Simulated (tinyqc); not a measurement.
Changing the line length L: electromigration in a confined line: Blech product, Korhonen stress evolution and Black's law. Computed by tinyqc, a small Python program. Command: `OMP_NUM_THREADS=1 python tinyqc.py 3007358 3007359 out.jsonl emigr sweep`. One thread of a shared host (Intel(R) Xeon(R) Processor @ 2.30GHz), about 0.01 s of CPU time with the checks.

The electron wind pushes atoms from the cathode (x = 0) to the anode (x = L); blocking ends build a back stress (tension positive). The input rho is taken not to change with temperature. d sigma/dt = d/dx [kappa (d sigma/dx + G)], with zero flux at both ends and sigma = sigma_0 at t = 0.

Inputs (values chosen for the exercise, close to those used for copper lines): resistivity rho = 3.27 micro-ohm cm; atomic volume Omega = 11.8 angstrom^3; effective charge number Z* = 1.3; prefactor D0 = 1.2e-08 m^2/s; activation energy E = 0.828 eV; effective modulus B = 18 GPa; critical stress sigma_c = 110 MPa; initial stress sigma_0 = 40 MPa; current density j = 2.2 MA/cm^2; test temperature T = 310 C.

Start: thermal stress.

Constants: e = 1.602176634e-19 C; k_B = 8.617333262e-05 eV/K; k_B = 1.380649e-23 J/K.

Method:
- G = Z* e rho j/Omega; D = D0 exp(-E/(k_B T)); kappa = D B Omega/(k_B T); drift velocity of an unconfined line v = D Z* e rho j/(k_B T). SI: 1 micro-ohm cm = 1e-8 ohm m, 1 MA/cm^2 = 1e10 A/m^2.
- Temperatures in kelvin are T(C) + 273.15.
- At steady state sigma(x) = sigma_0 + G (L/2 - x). A void forms only if the cathode stress reaches sigma_c, that is if j L exceeds (j L)_c = 2 Omega (sigma_c - sigma_0)/(Z* e rho). Time scale tau = L^2/kappa.
- sigma(x, t) = sigma_0 + G L [1/2 - x/L - 4 sum_(m odd) cos(m pi x/L) exp(-m^2 pi^2 s)/(m pi)^2], s = t/tau, summed to m = 399.
- Solve sigma(0, t) = sigma_c for s; the semi-infinite estimate is t = (pi/kappa) ((sigma_c - sigma_0)/(2 G))^2.

One run for each value:
```
line length L (um)  nucleation time (h)  semi-infinite estimate (h)  j L (A/cm)  steady cathode stress (MPa)
13                              0.36020                     0.29983        2860                        122.5
20                              0.30155                     0.29983        4400                        167.0
32                              0.29984                     0.29983        7040                        243.2
50                              0.29983                     0.29983       11000                        357.5
80                              0.29983                     0.29983       17600                        547.9
130                             0.29983                     0.29983       28600                        865.4
200                             0.29983                     0.29983       44000                       1309.8
320                             0.29983                     0.29983       70400                       2071.7
```

What does the table show, and why?

Over the rows, nucleation time (h) falls from 0.360 to 0.300, flat over part of the range. At the high end the exponent of nucleation time is 0.00, close to 0: the far end is not felt. The ratio of nucleation time to semi-infinite estimate falls from 1.20 to 1.000: short lines feel the back stress, and the time diverges as j L approaches the critical product. Lines below it form no void. Left out: 8.00 (a listed quantity is not defined there). Left out: 500 (the series is not converged at so short a time).

Caution (all rows): a steady stress above sigma_c is formal, since a void forms first.
